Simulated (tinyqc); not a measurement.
Photoconductance decay in a wafer: bulk and surface recombination modes, and iron detection by pair splitting: one step, computed by the program tinyqc.

Both faces of the wafer have the same S; injection is low and all coefficients are constant. x runs from -W/2 to W/2.

Problem. Decay rates of the even modes. Even modes cos(a x) obey b tan b = S W/(2 D) with b = a W/2, odd modes sin(a x) obey -b cot b = S W/(2 D); each decays at the rate 1/tau_b + D a^2.

Inputs (values chosen for the exercise, modelled on p-type silicon):
```
quantity                          value         unit
thickness W                         150   micrometre
diffusivity D                      29.9       cm^2/s
bulk lifetime tau_b without iron    400  microsecond
surface recombination velocity S    710         cm/s
```

Give: the table «The first four even modes: b, surface rate and decay time» with the columns b_n, surface rate D a^2 (1/s), decay time (microsecond), for n = 0, 1, 2, 3.

Solution.

The first four even modes: b, surface rate and decay time:
```
n     b_n  surface rate D a^2 (1/s)  decay time (microsecond)
0  0.4099                8.9305e+04                1.0893e+01
1  3.1972                5.4337e+06                1.8395e-01
2  6.3114                2.1174e+07                4.7223e-02
3  9.4436                4.7405e+07                2.1094e-02
```
